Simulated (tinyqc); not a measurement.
Chemically amplified photoresist: aerial image, acid generation, bake, development and line width. Which input was changed? Computed by tinyqc, a small Python program. Command: `OMP_NUM_THREADS=1 python tinyqc.py 3010736 3010737 out.jsonl resist which`. One thread of a shared host (Intel(R) Xeon(R) Processor @ 2.30GHz), about 0.3 s of CPU time with the checks.

Lines and spaces of pitch p with a two-beam-like image; x = 0 is the middle of the bright space. The resist is positive and treated as uniform in depth.

Inputs (values chosen for the exercise, for a model resist at 13.5 nm): pitch p = 28 nm; image contrast c = 0.76; mean dose E = 8.27 mJ/cm^2; Dill parameter C = 0.029 cm^2/mJ; quencher load q, relative to the acid generator = 0.17; acid diffusivity D = 0.007 nm^2/s; bake time t = 90 s; amplification rate k_amp = 0.033 1/s; threshold protection m_th = 0.58; development selectivity n = 3; largest rate r_max = 710 nm/s; smallest rate r_min = 0.034 nm/s; resist thickness d = 32 nm; development time t_d = 60 s; photon energy = 91.84 eV; absorption coefficient alpha = 3 1/um.

Method:
- Dose E(x) = E [1 + c cos(2 pi x/p)]; acid h = 1 - exp(-C E(x)).
- Bake: the acid image is blurred by a Gaussian of variance sigma^2 = 2 D t (each Fourier term k of h, taken on 64 points, is multiplied by exp(-4 pi^2 k^2 D t/p^2)).
- Cosine coefficients: h(x) = sum_k h_k cos(2 pi k x/p).
- The quencher then removes q, h_eff = max(h_blurred - q, 0); protection m = exp(-k_amp t h_eff).
- Mack rate r = r_max (a + 1)(1 - m)^n/(a + (1 - m)^n) + r_min, a = ((n + 1)/(n - 1))(1 - m_th)^n.
- Edge: vertical development clears the film where r t_d >= d; the space width is twice the x where r = d/t_d.
- Dose sensitivity = d ln(width)/d ln E from widths at 1.005 E and E/1.005; image log-slope at the edge = |d ln E/dx|, normalised by the width (NILS); latitude for 10 % of width = 10 %/sensitivity.
- The edge lies at x = width/2.
- Absorbed photons per volume N = E(edge) alpha/(photon energy), 1 mJ/cm^2 = 62.41509 eV/nm^2, alpha in 1/nm; a Gaussian blur averages over a volume V = (2 sqrt(pi) sigma)^3; relative noise 1/sqrt(N V); edge noise sigma_x = (dh/d ln E) noise/|dh/dx|, with both derivatives of the blurred acid at the edge.

Task: One of these inputs alone was changed, within the range given: mean dose E (4.135 to 16.54); acid diffusivity D (0.0035 to 0.014); amplification rate k_amp (0.0165 to 0.066); bake time t (45 to 180). Which one, and to what value?

Results:
```
run     edge noise from photons (nm)  dose sensitivity  space width (nm)
before                      5.521074         0.6697411          15.71222
after                       5.945062         0.6772478          15.60955
```

Result:

Each candidate set to reproduce edge noise from photons, and what it then gives:
```
candidate                        range searched  value needed  dose sensitivity  space width (nm)
mean dose E (mJ/cm^2)            4.135 to 16.54         7.549           0.77102            14.716
acid diffusivity D (nm^2/s)     0.0035 to 0.014      0.006318           0.66785            15.711
amplification rate k_amp (1/s)  0.0165 to 0.066  out of reach                 -                 -
bake time t (s)                       45 to 180         81.50           0.67725            15.610
```

Only bake time t fits every result: it went from 90 to 81.5 s. The next best candidate, acid diffusivity D, misses one result by 1.4 %.

Caution: lateral development, standing waves and the joint diffusion of acid and quencher are left out, so widths are indicative. Caution: with under about ten photons in the blur volume a Gaussian noise estimate is unreliable. Caution: the noise counts photons alone (acid and quencher statistics add to it) and takes the film as thicker than the blur; a thinner film averages in two dimensions only.
